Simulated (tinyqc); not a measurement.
Reverse leakage of an n+-p junction: diffusion, generation, trap-assisted and band-to-band tunnelling: two steps of the calculation.

One-sided abrupt junction in the depletion approximation, x from the junction (0) to W on the p side, field F = F0 (1 - x/W). Flat quasi-Fermi levels, long p side. Traps generate through SRH with both lifetimes shortened by 1 + Gamma (Hurkx enhancement, form for moderate fields); band-to-band generation is local and needs a total bending above Eg.

Inputs (values chosen for the exercise); band and dielectric values close to those of silicon:

| symbol | value | unit | meaning |
|---|---|---|---|
| T | 250 | K | temperature |
| Eg | 1.11 | eV | band gap |
| eps_r | 11.7 |  | relative permittivity |
| Nc | 2.13e19 | cm^-3 | conduction-band density of states at T |
| Nv | 1.99e19 | cm^-3 | valence-band density of states at T |
| Na | 3.1e17 | cm^-3 | acceptor density of the lighter side |
| Nd | 1e19 | cm^-3 | donor density of the heavier side |
| tau | 1e-6 | s | SRH lifetime of both carriers at zero field |
| mt | 0.25 | m0 | tunnelling mass |
| Dn | 10 | cm^2/s | electron diffusion coefficient on the lighter side |
| VR | 1.9 | V | reverse bias |

Constants: q = 1.602176634e-19 C, kB = 1.380649e-23 J/K, hbar = 1.054571817e-34 J s, m0 = 9.1093837015e-31 kg, Vt = kB T/q, eps0 = 8.8541878128e-14 F/cm where lengths are in cm. Results are converted to the units shown.

Problem 1. Field, scales and diffusion current. ni = sqrt(Nc Nv) exp(-Eg/(2 Vt)), Eg in volts; Vbi = Vt ln(Na Nd/ni^2); W = sqrt(2 eps0 eps_r (Vbi + VR)/(q Na)); F0 = 2 (Vbi + VR)/W; FG = sqrt(24 mt m0 (kB T)^3)/(q hbar); J_diff = q ni^2 sqrt(Dn/tau)(1 - exp(-VR/Vt))/Na.

Wanted: ni; Vbi; W; F0; FG; J_diff.

Solution 1.

ni = 1.3345e8 cm^-3
Vbi = 1.0040 V
W = 110.06 nm
F0 = 527.70 kV/cm
FG = 280.59 kV/cm
J_diff = 2.9105e-17 A/cm^2

Problem 2. Current components. u = (Vbi + VR)(1 - x/W)^2, p = Na exp(-u/Vt), n = Nd exp((u - Vbi - VR)/Vt); G0 = ni^2 (1 - exp(-VR/Vt))/(tau (n + p + 2 ni cosh(Et/Vt))); Gamma = 2 sqrt(3 pi)(F/FG) exp((F/FG)^2); trap-assisted part G0 Gamma; G_bb = Ab F^2.5 exp(-Bb/F) with F in V/cm, zero unless Vbi + VR > Eg. 15 equal steps.

Each current is q times the trapezoid sum of its rate; J adds J_diff; J_bb under 1e-8 of the sum is given as 0.

```
point     x (nm)  G0 (cm^-3 s^-1)  G0 Gamma (cm^-3 s^-1)  G_bb (cm^-3 s^-1)
0        0.00000        1780.8098            7.0663939e5       2.3178663e13
1        7.33765     6.2476371e10           1.4667192e13       1.5311302e12
2       14.67530     6.0123125e13           8.5734642e15       6.7508169e10
3       22.01295     6.0128580e13           5.3426427e15        1.7977307e9
4       29.35060     6.0128580e13           3.4114913e15        2.5236614e7
5       36.68825     6.0128580e13           2.2293717e15        1.5441262e5
6       44.02590     6.0128580e13           1.4883672e15          313.01363
7       51.36355     6.0128578e13           1.0127374e15                 ~0
8       58.70120     6.0117374e13           6.9987016e14                 ~0
9       66.03885     4.1476186e13           3.3737834e14                 ~0
10      73.37650     1.8311146e11           1.0441300e12                 ~0
11      80.71415      8.3620302e8            3.3112873e9                 ~0
12      88.05180      1.2617639e7            3.3568720e7                 ~0
13      95.38945      6.3098832e5            1.0345494e6                 ~0
14     102.72710      1.0457966e5              81783.530                 ~0
15     110.06475        57445.477                      0                  0
```

J_diff = 2.9104908e-17 A/cm^2

Give: J_SRH; J_TAT; J_bb; J.

Solution 2.

J_SRH = 5.4385e-11 A/cm^2
J_TAT = 2.7170e-9 A/cm^2
J_bb = 1.5506e-12 A/cm^2
J = 2.7729e-9 A/cm^2

Range of the model: The n+ side is degenerate, so Vbi from Boltzmann statistics is only a guide.

Program tinyqc, `OMP_NUM_THREADS=1 python tinyqc.py 2290044 2290045 out.jsonl`; Intel Xeon 2.30GHz, shared host, one thread, about 0.01 s.

~0 in a residual or rate marks an entry under 1e-11 of the largest of its column.
